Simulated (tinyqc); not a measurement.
# p-n diode with diffusion and depletion-layer recombination: what changes with what

Abrupt junction in the depletion approximation, low injection, full ionisation, neutral widths fixed, ohmic contact on the p side. Vj is the junction voltage; where a series resistance Rs is given, V = Vj + J Rs is the terminal voltage.

Parameters, values chosen for the exercise; band and dielectric values those of a made-up semiconductor:
- T = 300 K (temperature)
- Eg = 1.42 eV (band gap)
- eps_r = 13.6 (relative permittivity)
- Nc = 2.93e19 cm^-3 (conduction-band density of states at T)
- Nv = 2.98e19 cm^-3 (valence-band density of states at T)
- Na = 8e17 cm^-3 (acceptor density)
- Nd = 7.9e16 cm^-3 (donor density)
- mun = 360 cm^2/(V s) (electron mobility in the p side)
- mup = 260 cm^2/(V s) (hole mobility in the n side)
- tn = 3e-6 s (electron lifetime)
- tp = 6e-7 s (hole lifetime)
- wp = 6.2 um (neutral width of the p side)
- wn = 5.3 um (neutral width of the n side)
- Sp = 1e7 cm/s (recombination velocity at the n contact)
- Rs = 0.00062 ohm cm^2 (series resistance)
- Et = 0.12 eV (trap level above the intrinsic level)
- Vj = 0.61 V (junction voltage at which recombination is evaluated)

Constants: q = 1.602176634e-19 C, kB = 1.380649e-23 J/K, Vt = kB T/q, eps0 = 8.8541878128e-14 F/cm where lengths are in cm. Results are converted to the units shown.

Each table varies one quantity; the others keep the values above.

## Currents and ideality against junction voltage

ni = sqrt(Nc Nv) exp(-Eg/(2 Vt)), Eg in volts; D = mu Vt; Ln = sqrt(Dn tn), Lp = sqrt(Dp tp); J0n = q ni^2 Dn coth(wp/Ln)/(Ln Na); J0p = (q ni^2 Dp/(Lp Nd)) (s + tanh(wn/Lp))/(1 + s tanh(wn/Lp)), s = Sp Lp/Dp. J_diff = (J0n + J0p)(exp(Vj/Vt) - 1). Vbi = Vt ln(Na Nd/ni^2), W = sqrt(2 eps0 eps_r (Vbi - Vj)(1/Na + 1/Nd)/q), xp = W Nd/(Na + Nd), xn = W Na/(Na + Nd); u(x) = q Na (x + xp)^2/(2 eps0 eps_r) for x < 0 and Vbi - Vj - q Nd (xn - x)^2/(2 eps0 eps_r) for x > 0; p = Na exp(-u/Vt), n = Nd exp((u - Vbi + Vj)/Vt); U = ni^2 (exp(Vj/Vt) - 1)/(tp (n + ni exp(Et/Vt)) + tn (p + ni exp(-Et/Vt))); J_scr = q times the integral of U from -xp to xn. J = J_diff + J_scr. Ideality = (1/Vt) dVj/d ln J or (1/Vt) dV/d ln J; last column ni^2 exp(Vj/Vt)/N^2.

Result of one run:
```
Vj (V)	J_diff (A/cm^2)	J_scr (A/cm^2)	J (A/cm^2)	V (V)	ideality against Vj	ideality against V	minority/doping, lighter side
0.66	4.371e-6	9.157e-7	5.286e-6	0.6600	1.088	1.088	2.390e-8
```

What becomes of these results when the junction voltage at which recombination is evaluated Vj is changed from 0.66 to 0.47 V, all else the same?

Result of the changed run:
```
Vj (V)	J_diff (A/cm^2)	J_scr (A/cm^2)	J (A/cm^2)	V (V)	ideality against Vj	ideality against V	minority/doping, lighter side
0.47	2.810e-9	1.899e-8	2.180e-8	0.4700	1.711	1.711	1.536e-11
```

The whole series:
```
Vj (V)	J_diff (A/cm^2)	J_scr (A/cm^2)	J (A/cm^2)	V (V)	ideality against Vj	ideality against V	minority/doping, lighter side
0.29	2.660e-12	4.858e-10	4.885e-10	0.2900	1.837	1.837	1.454e-14
0.38	8.645e-11	3.076e-9	3.163e-9	0.3800	1.863	1.863	4.727e-13
0.47	2.810e-9	1.899e-8	2.180e-8	0.4700	1.711	1.711	1.536e-11
0.57	1.345e-7	1.446e-7	2.790e-7	0.5700	1.324	1.324	7.353e-10
0.66	4.371e-6	9.157e-7	5.286e-6	0.6600	1.088	1.088	2.390e-8
0.75	1.421e-4	5.983e-6	1.480e-4	0.7500	1.019	1.019	7.768e-7
0.84	0.004618	4.124e-5	0.004659	0.8400	1.004	1.004	2.525e-5
0.93	0.1501	3.093e-4	0.1504	0.9301	1.001	1.004	8.207e-4
1.02	4.879	0.002336	4.881	1.023	1.000	1.117	0.02668
```

The ideality against Vj goes from 1.84 through a maximum of 1.86 (at Vj = 0.38 V among the rows listed) to 1.00. Diffusion overtakes recombination in the layer between Vj = 0.57 and 0.66 V. J_scr alone has an ideality of 1.89 between the first two rows and 1.72 between the last two. From Vj = 1.02 V the series resistance raises the terminal ideality by over a tenth; there J Rs = 0.12 Vt.

## Effect of the hole lifetime

Same model as above.

J = J_diff + J_scr.

The same in every row: J0n (A/cm^2) = 3.683e-18.

Effect of the hole lifetime:
```
tp (s)	J0p (A/cm^2)	J_diff (A/cm^2)	J_scr (A/cm^2)	J_scr/J (%)	wn/Lp
1e-10	6.411e-16	1.140e-5	3.689e-5	76.39	20.44
1e-9	2.027e-16	3.650e-6	1.024e-5	73.72	6.465
1e-8	6.629e-17	1.237e-6	2.921e-6	70.24	2.044
1e-7	3.558e-17	6.943e-7	8.487e-7	55.01	0.6465
1e-6	3.176e-17	6.267e-7	2.499e-7	28.50	0.2044
1e-5	3.137e-17	6.198e-7	7.424e-8	10.70	0.06465
0.0001	3.133e-17	6.191e-7	2.221e-8	3.463	0.02044
```

What does the table show?

As tp goes from 1e-10 to 0.0001, J0p falls from 6.41e-16 to 3.13e-17 A/cm^2, J_scr falls from 3.69e-5 to 2.22e-8 A/cm^2 and its share falls from 76.4 to 3.46 %. J0p goes as tp^(-0.50) at the start and tp^(0.00) at the end.

Computed by the program tinyqc: `OMP_NUM_THREADS=1 python tinyqc.py 2260133 2260134 out.jsonl`, one thread of a shared Intel Xeon 2.30GHz, about 0.01 s for the whole run.
